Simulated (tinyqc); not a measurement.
From width at half maximum back to minority mobility mu: Haynes-Shockley experiment: drift, diffusion and decay of a minority-carrier pulse. Computed by tinyqc, a small Python program. Command: `OMP_NUM_THREADS=1 python tinyqc.py 3111123 3111124 out.jsonl haynes inv`. One thread of a shared host (Intel(R) Xeon(R) Processor @ 2.30GHz), about 0.02 s of CPU time with the checks.

A thin sheet of excess carriers is made at x = 0, t = 0 in a long uniform bar; injection is low, so the pulse moves with the minority mobility.

Inputs (values chosen for the exercise, modelled on holes in n-type germanium in a lightly doped bar):
```
quantity,value,unit
lifetime tau,140,microsecond
temperature T,300,K
field F,28,V/cm
distance d to the collector,0.26,cm
injected sheet density N0,1.1e+10,1/cm^2
```

Constants: k_B = 8.617333262e-05 eV/K.

Method:
- D = mu k_B T/e, v = mu F.
- Transit time d/v, diffusion length sqrt(D tau), drift length v tau, Peclet number v d/D = e F d/(k_B T).
- dn(x, t) = N0/sqrt(4 pi D t) exp(-(x - v t)^2/(4 D t) - t/tau).
- At fixed x the signal peaks where d ln(dn)/dt = 0: a t^2 + t/2 - x^2/(4 D) = 0 with a = v^2/(4 D) + 1/tau.
- The full width at half maximum is found by solving dn(x, t) = peak/2 on both sides of the peak.

Question. A run gave the result below. Find the minority mobility mu, known to lie between 1500 and 3200 cm^2/(V s).

width at half maximum = 0.9249328 microsecond

Answer.

Each step takes the trial c = (a f_b - b f_a)/(f_b - f_a), f being the result less the target and a, b, c the logarithms of the listed values; c replaces end b, the old b replaces a if the sign of f changed, and otherwise f_a is halved.

Scan of the range:
```
minority mobility mu (cm^2/(V s)),width at half maximum (microsecond)
1500,1.22509
1700,1.08102
1930,0.95224
2190,0.83922
2490,0.73814
2820,0.65179
3200,0.57440
```

False position (Illinois rule, in the logarithm of the input) inside the bracket:
```
step,end a,end b,trial,width at half maximum (microsecond)
1,1930.00,2190.00,1989.84,0.923611
2,1930.00,1989.84,1984.49,0.926103
3,1989.84,1984.49,1987.00,0.924932
4,1984.49,1987.00,1987.00,0.924933
```

Width at half maximum falls at every point of a 13-point scan of the range (every second point is shown), so one value fits; it is bracketed by 1930 and 2190. Answer: minority mobility mu = 1987 cm^2/(V s).
